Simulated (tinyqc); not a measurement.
Along the matched line: quaternary alloy A(x)B(1-x)C(y)D(1-y) matched to a substrate.

Q(x,y) = x y Q_AC + x (1 - y) Q_AD + (1 - x) y Q_BC + (1 - x)(1 - y) Q_BD for the lattice constant. Gap, rule 1: Q(x,y) - x (1 - x)[y C_ABC + (1 - y) C_ABD] - y (1 - y)[x C_ACD + (1 - x) C_BCD]. Rule 2 (mean of ternaries): {x (1 - x)[y T_ABC(x) + (1 - y) T_ABD(x)] + y (1 - y)[x T_ACD(y) + (1 - x) T_BCD(y)]}/{x (1 - x) + y (1 - y)}, T_ABC(x) = x E_AC + (1 - x) E_BC - C_ABC x (1 - x), T_ACD(y) = y E_AC + (1 - y) E_AD - C_ACD y (1 - y), and alike. Only the Gamma valley is followed.

Matching a(x,y) = a_s gives x = (a_s - y a_BC - (1 - y) a_BD)/(y (a_AC - a_BC) + (1 - y)(a_AD - a_BD)).
Constants: hc = 1239.841984 eV nm.

Inputs chosen for the exercise (AC, AD, BC, BD near GaAs, GaSb, InAs and InSb; substrate near InAs; the results hold for these values, not for the real material):

| symbol | value | unit | meaning |
|---|---|---|---|
| a | (5.659, 6.091, 6.064, 6.478) | angstrom | lattice constants of AC, AD, BC, BD |
| Eg | (1.499, 0.824, 0.418, 0.236) | eV | gaps at Gamma of AC, AD, BC, BD |
| Cb | (0.492, 0.474, 1.386, 0.77) | eV | bowing of ABC, ABD, ACD, BCD |
| a_s | 6.064 | angstrom | substrate |

x follows from y.

Results:

| y | x | bilinear (eV) | rule 1 (eV) | rule 2 (eV) | wavelength 1 (nm) | wavelength 2 (nm) |
|---|---|---|---|---|---|---|
| 0.08 | 0.9805 | 0.8658 | 0.7556 | 0.7836 | 1641 | 1582 |
| 0.19 | 0.8589 | 0.8561 | 0.5983 | 0.7187 | 2072 | 1725 |
| 0.31 | 0.7276 | 0.8315 | 0.4759 | 0.6505 | 2605 | 1906 |
| 0.42 | 0.6086 | 0.7963 | 0.4027 | 0.5986 | 3079 | 2071 |
| 0.54 | 0.4800 | 0.7443 | 0.3589 | 0.5518 | 3455 | 2247 |
| 0.65 | 0.3634 | 0.6845 | 0.3460 | 0.5157 | 3583 | 2404 |
| 0.76 | 0.2480 | 0.6130 | 0.3538 | 0.4838 | 3504 | 2562 |
| 0.88 | 0.1233 | 0.5222 | 0.3799 | 0.4512 | 3264 | 2748 |
| 0.99 | 0.0102 | 0.4272 | 0.4145 | 0.4209 | 2991 | 2946 |

What can be read from this table?

The matched alloys span 0.346 to 0.756 eV by rule 1, with the lowest value inside the range, at y = 0.65. Along the line dx/dy is -1.106 between the first two rows and -1.028 between the last two. In energy the two rules differ most at y = 0.42, by 196 meV (1008 nm there), which measures how far the ternary data leave the interior open. Miscibility gaps are not considered.

(tinyqc, `OMP_NUM_THREADS=1 python tinyqc.py 1050199 1050200 out.jsonl`, Intel(R) Xeon(R) Processor @ 2.30GHz, 1 thread, shared host, about 0.01 s.)
